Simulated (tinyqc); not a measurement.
BCS gap equation with a constant attraction inside the Debye window: one step, computed by the program tinyqc.

Pairs attract with strength V for |xi| < k_B Theta; N(0) is the density of states for one spin. Energies are given as temperatures (E/k_B, in K) unless marked.

Task: Critical temperature. Gap equation: 1/(N(0)V) = I(Delta, T) = int_0^Theta tanh(E/2T)/E d xi, E = sqrt(xi^2 + Delta^2); 64 Gauss-Legendre points in y with xi = max(Delta, T) sinh(y). T_c solves I(0, T_c) = 1/(N(0)V); the weak-coupling form is T_c = (2 e^C/pi) Theta exp(-1/(N(0)V)) with Euler's C = 0.5772157, and 2 Delta_0/T_c then tends to 2 pi e^-C = 3.528.

Inputs (values chosen for the exercise, modelled on tantalum): coupling N(0)V = 0.238; Debye temperature Theta = 257 K.

Solver: secant.

Delta_0 = 7.696508 K

Give: T_c; weak-coupling T_c; 2 Delta_0/T_c.

Result:

T_c = 4.362 K

weak-coupling T_c = 4.362 K

2 Delta_0/T_c = 3.529

T_c/Theta = 0.0170; the ratio lies +0.02 % from 3.528, so the universal weak-coupling laws hold.
